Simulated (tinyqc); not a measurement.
One-diode model of a solar cell: one step of the calculation.

J is the current delivered and Vj = V + J Rs the junction voltage. J = X JL - J01 (exp(Vj/(n1 Vt)) - 1) - Vj/Rp. The photocurrent does not depend on voltage.

Problem. New Vj. Maximum power: dP/dVj = f = J (1 + 2 Rs G) - G Vj = 0. G = -dJ/dVj = J01 exp(Vj/(n1 Vt))/(n1 Vt) + 1/Rp. H = dG/dVj; f' = -2 G - 2 Rs G^2 + (2 Rs J - Vj) H; Vj(new) = Vj - f/f'.

Values chosen for this exercise; values of the order met in cells of CIGS: temperature T = 273 K; photocurrent at one sun JL = 32 mA/cm^2; concentration X = 10 suns; saturation current of the diode J01 = 3e-12 A/cm^2; ideality factor of the diode n1 = 1.3; series resistance Rs = 0.078 ohm cm^2; shunt resistance Rp = 10000 ohm cm^2.

Constants: q = 1.602176634e-19 C, kB = 1.380649e-23 J/K, Vt = kB T/q. Results are converted to the units shown.

Vj after iteration 1 = 0.74983498 V

Find: J; G; H; f; f'; Vj after iteration 2.

Solution.

J = 186.5 mA/cm^2
G = 4.362 S/cm^2
H = 142.6 S/(cm^2 V)
f = -2958 mA/cm^2
f' = -114.5 S/cm^2
Vj after iteration 2 = 0.7240 V

Numbers from tinyqc (`OMP_NUM_THREADS=1 python tinyqc.py 2280010 2280011 out.jsonl`; about 0.01 s on one thread of a shared Intel Xeon 2.30GHz).
